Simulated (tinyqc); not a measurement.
What moves the results: virtual-crystal alloy in the empirical-pseudopotential method. A value that a table varies takes the place of the one given here.

Empirical pseudopotential on the fcc lattice, atoms at +/- tau, tau = a (1,1,1)/8, no spin-orbit coupling. H(G,G') = c (2 pi/a)^2 |k + G|^2 delta + VS(q) cos(q.tau) + i VA(q) sin(q.tau), q = G - G', c = hbar^2/2m0; k and G in units of 2 pi/a; VS at |q|^2 = 3, 8, 11 and VA at 3, 4, 11, in rydberg, zero elsewhere. At each k the basis holds all G with |k + G|^2 up to 16; energies are counted from the fourth level at Gamma.

Virtual crystal A(1-x)B(x): a = (1 - x) a_A + x a_B. Rule linear: V = (1 - x) V_A + x V_B. Rule volume: V = [(1 - x) a_A^3 V_A + x a_B^3 V_B]/a^3, since a form factor is an atomic potential divided by the cell volume.

Constants: hbar^2/2m0 = 3.80998211 eV angstrom^2; Ry = 13.60569312 eV.

Values chosen for the exercise (classic local form factors of the size used for GaAs (A) and InAs (B), which place X and L only to a few tenths of an eV; shifted at random, so the results belong to these values and not to a real crystal):
- a = (5.633, 6.045) angstrom (lattice constants of A, B)
- VSA = (-0.232, 0.009, 0.06) Ry (symmetric form factors of A)
- VAA = (0.07, 0.05, 0.009) Ry (antisymmetric form factors of A)
- VSB = (-0.219, 0, 0.049) Ry (symmetric form factors of B)
- VAB = (0.08, 0.049, 0.03) Ry (antisymmetric form factors of B)
- rule = volume (mixing rule)

## Gaps across the alloy

Gaps from the valence top to the fifth band at Gamma, at L = (1/2,1/2,1/2) and at the lowest of k = (f,0,0), f = 0.70, 0.75, ..., 1.00. Bowing C = 4 [(E(0) + E(1))/2 - E(1/2)].

Gaps (eV):
```
x      Gamma  Delta/X  f of the minimum      L  lowest
0.000  1.383    1.755              0.90  1.639   Gamma
0.167  1.179    1.809              0.95  1.603   Gamma
0.333  0.992    1.857              0.95  1.568   Gamma
0.500  0.819    1.899              1.00  1.535   Gamma
0.667  0.662    1.938              1.00  1.504   Gamma
0.833  0.520    1.973              1.00  1.476   Gamma
1.000  0.393    2.005              1.00  1.450   Gamma
```

bowing (eV): Gamma 0.275, Delta/X -0.078, L 0.039

What does this show, and why?

The lowest valley is Gamma throughout. From A to B the Gamma gap moves by -0.99 eV, L by -0.19 eV and Delta/X by +0.25 eV; a move of Delta/X below about 0.4 eV is within the error of such form factors, sign included. The virtual crystal holds no disorder and no bond relaxation, so its bowing comes from the non-linear dependence on the mean potential and volume alone, and it may differ from measured bowing, which is positive in these alloys, in size and even in sign; crossings move with it.

## Two mixing rules

Gaps from the valence top to the fifth band at Gamma, at L = (1/2,1/2,1/2) and at the lowest of k = (f,0,0), f = 0.70, 0.75, ..., 1.00. Both rules agree at the ends.

Gaps (eV):
```
x     Gamma, linear  Delta/X, linear  L, linear  Gamma, volume  Delta/X, volume  L, volume
0.25          1.129            1.837      1.601          1.084            1.834      1.585
0.50          0.878            1.904      1.555          0.819            1.899      1.535
0.75          0.631            1.959      1.504          0.590            1.956      1.490
```

What does this show?

At x = 0.5 the volume rule moves Gamma by -58 meV, Delta/X by -4 meV and L by -20 meV, that is the bowing by -4 times these; the lattice constants differ by 7.3 %, and the rules would coincide for equal ones.

(tinyqc, `OMP_NUM_THREADS=1 python tinyqc.py 1080183 1080184 out.jsonl`, Intel(R) Xeon(R) Processor @ 2.30GHz, 1 thread, shared host, about 0.2 s.)
